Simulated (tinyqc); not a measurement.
## Fermi-level pinning from two metals

Question. Cowley-Sze model with the space charge neglected: phiB = S (phiM - chi) + (1 - S)(Eg - phi0), S = 1/(1 + q Dit dl/(eps0 ei)), dl in cm. Find S, phi0 and Dit.

Values chosen for this exercise; band and dielectric values close to those of 4H silicon carbide: band gap Eg = 3.25 eV; electron affinity chi = 3.65 eV; thickness of the interfacial layer dl = 0.5 nm; relative permittivity of the interfacial layer ei = 1.

Constants: q = 1.602176634e-19 C, eps0 = 8.8541878128e-14 F/cm where lengths are in cm. Results are converted to the units shown.

barriers for metals with phiM = 3.82 and 4.67 eV (eV): [0.61081855, 1.2110214]

Solution. S is the slope of phiB against phiM; either barrier then gives phi0, and S gives Dit.

S = 0.706
phi0 = 1.58 eV
Dit = 4.60e12 cm^-2 eV^-1

tinyqc, about 0.1 s, one thread, Intel Xeon 2.30GHz (shared host): `OMP_NUM_THREADS=1 python tinyqc.py 2020143 2020144 out.jsonl`
